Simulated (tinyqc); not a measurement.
Valence-band offset from core levels (Kraut method), with the dipole against the affinity rule: one step of the calculation.

Binding energies are counted downwards from the Fermi level. dEv > 0 means that the valence edge of B lies below that of A, dEc > 0 that the conduction edge of B lies above that of A; dEc + dEv = EgB - EgA. The spectra are made-up values treated as data.

Task. Interface dipole. The affinity rule gives dEc(0) = chiA - chiB; the dipole step is D = dEc - dEc(0), and two sheets of opposite charge dd apart hold N = eps0 ei |D|/(q dd).

Parameters, values chosen for the exercise; gaps and affinities close to those of In0.53Ga0.47As (A) and tantalum oxide (B):
```
symbol  value  unit                                        meaning
chiA     4.42    eV                         electron affinity of A
chiB     3.28    eV                         electron affinity of B
ei        7.8        relative permittivity inside the dipole layer
dd       0.22    nm                  thickness of the dipole layer
```

Constants: q = 1.602176634e-19 C, eps0 = 8.8541878128e-14 F/cm where lengths are in cm. Results are converted to the units shown.

dEc = 1.898 eV

Give: dEc(0); D; N; field in the dipole layer.

Result.

dEc(0) = 1.140 eV
D = 0.7580 eV
N = 1.485e14 cm^-2
field in the dipole layer = 34.45 MV/cm

N is 0.21 elementary charges for each of about 7e14 surface atoms per cm^2.

tinyqc, about 0.01 s, one thread, Intel Xeon 2.30GHz (shared host): `OMP_NUM_THREADS=1 python tinyqc.py 2410065 2410066 out.jsonl`
